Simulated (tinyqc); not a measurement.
Sharing a fixed EOT between the layers.

Without charge in the stack, a voltage of 0.8 V over an EOT of 1.6 nm gives F1 = (V/EOT)(3.9/e1) and F2 = F1 e1/e2; t2 = e2 (EOT/3.9 - t1/e1).

Values chosen for this exercise: relative permittivity of layer 1 e1 = 3.86; relative permittivity of layer 2 e2 = 22.2.

Result of one run:
```
t1 (nm),t2 (nm),physical thickness (nm),drop over layer 1 (V),drop over layer 2 (V)
0.77,4.679,5.449,0.3890,0.4110
```

What becomes of these results when the thickness of layer 1, next to the semiconductor t1 is changed from 0.77 to 1.35 nm, all else the same?

Result of the changed run:
```
t1 (nm),t2 (nm),physical thickness (nm),drop over layer 1 (V),drop over layer 2 (V)
1.35,1.343,2.693,0.6820,0.1180
```

The whole series:
```
t1 (nm),t2 (nm),physical thickness (nm),drop over layer 1 (V),drop over layer 2 (V)
0,9.108,9.108,0,0.8000
0.19,8.015,8.205,0.09598,0.7040
0.38,6.922,7.302,0.1920,0.6080
0.58,5.772,6.352,0.2930,0.5070
0.77,4.679,5.449,0.3890,0.4110
0.96,3.586,4.546,0.4850,0.3150
1.15,2.494,3.644,0.5810,0.2190
1.35,1.343,2.693,0.6820,0.1180
```

Each 0.1 nm of layer 1 costs 0.575 nm of layer 2, so the physical thickness falls from 9.11 to 2.69 nm. The fields do not change, 5.05 MV/cm in layer 1 and 0.878 MV/cm in layer 2, and layer 1 takes half of the voltage at t1 = 0.792 nm.

Computed by the program tinyqc: `OMP_NUM_THREADS=1 python tinyqc.py 2010035 2010036 out.jsonl`, one thread of a shared Intel Xeon 2.30GHz, about 0.01 s for the whole run.
